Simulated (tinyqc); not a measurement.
The bottom gap that matches the currents.

Question. Photon flux above E from a black body at temperature T into a hemisphere: Phi(E, T) = A sum_k exp(-k E/th)[E^2 th/k + 2 E th^2/k^2 + 2 th^3/k^3], k = 1, 2, ..., with th = kB T/q in eV and A = 2 pi q^3/(h^3 c^2). In a two-junction cell the top cell (gap E1) absorbs every photon above E1 and the bottom cell (gap E2) every photon between E2 and E1, one electron each; the sun fills the share fs X of the hemisphere. The currents match when Phi(E2, Ts) = 2 Phi(E1, Ts). Find E2 and the matched current q fs X Phi(E1, Ts).

Values chosen for this exercise:
```
symbol    value  unit                                    meaning
Ts         4500     K          temperature of the black-body sun
fs      2.16e-5        share of the hemisphere filled by the sun
X           500                                    concentration
```

Constants: q = 1.602176634e-19 C, kB = 1.380649e-23 J/K, h = 6.62607015e-34 J s, c = 299792458 m/s. Results are converted to the units shown.

E1 = 1.4784126 eV

Answer. Phi falls steadily with energy, so the condition has one root below E1.

E2 = 1.00 eV
matched current = 5.37e3 mA/cm^2

tinyqc, about 0.01 s, one thread, Intel Xeon 2.30GHz (shared host): `OMP_NUM_THREADS=1 python tinyqc.py 2820025 2820026 out.jsonl`
